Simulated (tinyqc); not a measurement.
## Lossy package transmission line with skin effect: line properties against frequency

A uniform line in a homogeneous dielectric: c = sqrt(er)/(c0 Z0), l = Z0 sqrt(er)/c0 (c0 = 299792458 m/s), g = w c td, w = 2 pi f. The resistance joins its limits as r = sqrt(r_dc^2 + r_hf^2), with r_dc = rho/(wd th), r_hf = kr rho/(2 delta (wd + th)), delta = sqrt(rho/(pi f mu0)), mu0 = 4 pi 1e-7 H/m; this is an interpolation, and internal inductance, up to 0.05 nH/mm at low frequency, is neglected.

gamma = sqrt((r + i w l)(g + i w c)) = alpha + i beta, Zc = sqrt((r + i w l)/(g + i w c)), roots with positive real part; loss 8.685889638 alpha in dB; phase velocity w/beta. ZL = 1/(1/RL + i w CL); reflection (ZL - Zc)/(ZL + Zc); Zin = Zc (ZL + Zc tanh(gamma len))/(Zc + ZL tanh(gamma len)); H = V_load/V_source = [Zin/(Zin + Rg)]/[cosh(gamma len) + (Zc/ZL) sinh(gamma len)].

Parameters, values chosen for the exercise: width of the strip wd = 40 um; thickness of the strip th = 12 um; resistivity rho = 2 uohm cm; relative permittivity er = 2.7; loss tangent td = 0.01; lossless impedance sqrt(l/c) Z0 = 60 ohm; factor for crowding and the return path kr = 1.5; length len = 2.5 mm; source resistance Rg = 50 ohm; load resistance RL = 1e5 ohm; load capacitance CL = 100 fF.

Line properties against frequency:
```
f (GHz)	r (ohm/mm)	r/(w l)	loss (dB/mm)	|Zc| (ohm)	phase velocity over c0	length in wavelengths	|H| (dB)
0.01	0.04359	2.110	0.002463	91.68	0.4728	1.764e-4	-0.004412
0.03	0.04721	0.7616	0.003265	67.27	0.5738	4.360e-4	-0.004527
0.09	0.05670	0.3049	0.004194	61.35	0.6022	0.001246	-0.004802
0.3	0.08163	0.1317	0.006346	60.26	0.6075	0.004118	-0.004974
0.8	0.1220	0.07378	0.01002	60.08	0.6083	0.01097	-4.930e-4
2	0.1860	0.04500	0.01645	60.03	0.6085	0.02741	0.03730
7	0.3416	0.02362	0.03520	60.01	0.6086	0.09592	0.4675
20	0.5747	0.01391	0.07151	60.00	0.6086	0.2741	-1.448
60	0.9936	0.008014	0.1617	60.00	0.6086	0.8222	-8.201
```

r equals w l at 0.0222 GHz: below it |Zc| and the delay grow as in an RC line, above it |Zc| tends to Z0 = 60 ohm and the velocity to 1/sqrt(er) = 0.609 c0. The loss goes as f^(0.26) between the first two rows and f^(0.74) between the last two. |H| is -0.00441 dB in the first row and -8.20 dB in the last; between rows it can pass through resonances that the table doesn't show.

Program tinyqc, `OMP_NUM_THREADS=1 python tinyqc.py 2810188 2810189 out.jsonl`; Intel Xeon 2.30GHz, shared host, one thread, about 0.01 s.
